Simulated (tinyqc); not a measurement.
Long-channel MOSFET, surface-potential model: two steps of the calculation.

n-channel transistor on a uniformly doped p-type body, gradual-channel approximation, constant mobility, Boltzmann statistics, full ionisation. Potentials are counted from the neutral body; V is the electron quasi-Fermi potential, Vsb at the source and Vsb + Vds at the drain. Charges are magnitudes per area.

Values chosen for this exercise; material values close to those of silicon:
```
symbol,value,unit,meaning
T,293,K,temperature
Eg,1.11,eV,band gap
eps_r,11.5,,relative permittivity of the semiconductor
Nc,2.66e19,cm^-3,conduction-band density of states at T
Nv,2.53e19,cm^-3,valence-band density of states at T
Na,3.8e16,cm^-3,acceptor density of the body
eox,8.92,,relative permittivity of the gate insulator
tox,8.9,nm,insulator thickness
Vfb,-0.51,V,flat-band voltage
mu,210,cm^2/(V s),channel mobility
W,1,um,gate width
L,2,um,gate length
Vsb,1,V,source-body reverse bias
Vgs,0.41,V,gate-source voltage
Vds,0.5,V,drain-source voltage
```

Constants: q = 1.602176634e-19 C, kB = 1.380649e-23 J/K, Vt = kB T/q, eps0 = 8.8541878128e-14 F/cm where lengths are in cm. Results are converted to the units shown.

Task 1. Body potential, insulator capacitance and body factor. ni = sqrt(Nc Nv) exp(-Eg/(2 Vt)), Eg in volts; phiF = Vt ln(Na/ni); Cox = eps0 eox/tox; gamma = sqrt(2 q eps0 eps_r Na)/Cox. VT = Vfb + 2 phiF + gamma sqrt(2 phiF + Vsb), m = 1 + gamma/(2 sqrt(2 phiF + Vsb)).

Wanted: ni; phiF; Cox; gamma; VT; m.

Result 1.

ni = 7.373e9 cm^-3
phiF = 0.3902 V
Cox = 0.8874 uF/cm^2
gamma = 0.1255 V^0.5
VT = 0.4379 V
m = 1.047

Task 2. Charges and current of the charge-sheet model. psi_0 and psi_L solve Vgs + Vsb - Vfb - psi = gamma sqrt(G) at V = Vsb and Vsb + Vds. Qi = Cox gamma [sqrt(G) - sqrt(psi - Vt)], G = psi - Vt + Vt exp((psi - 2 phiF - V)/Vt), at both ends. With U = Vgs + Vsb - Vfb: drift = mu (W/L) Cox [U (psi_L - psi_0) - (psi_L^2 - psi_0^2)/2 - (2/3) gamma ((psi_L - Vt)^1.5 - (psi_0 - Vt)^1.5)]; diffusion = mu (W/L) Vt (Qi0 - QiL).

psi_0 = 1.7545629 V
psi_L = 1.7549748 V
phiF = 0.39022574 V
Cox = 0.88740849 uF/cm^2
gamma = 0.12547630 V^0.5

Find: Qi0; QiL; drift current; diffusion current; drain current.

Result 2.

Qi0 = 0.383 nC/cm^2
QiL = 9.78e-10 nC/cm^2
drift current = 8.28e-6 uA
diffusion current = 0.00102 uA
drain current = 0.00102 uA

Drift carries 0.809 % of the current. The drain end is pinched off: its charge is under 1 % of that at the source.

tinyqc, about 0.03 s, one thread, Intel Xeon 2.30GHz (shared host): `OMP_NUM_THREADS=1 python tinyqc.py 2360055 2360056 out.jsonl`
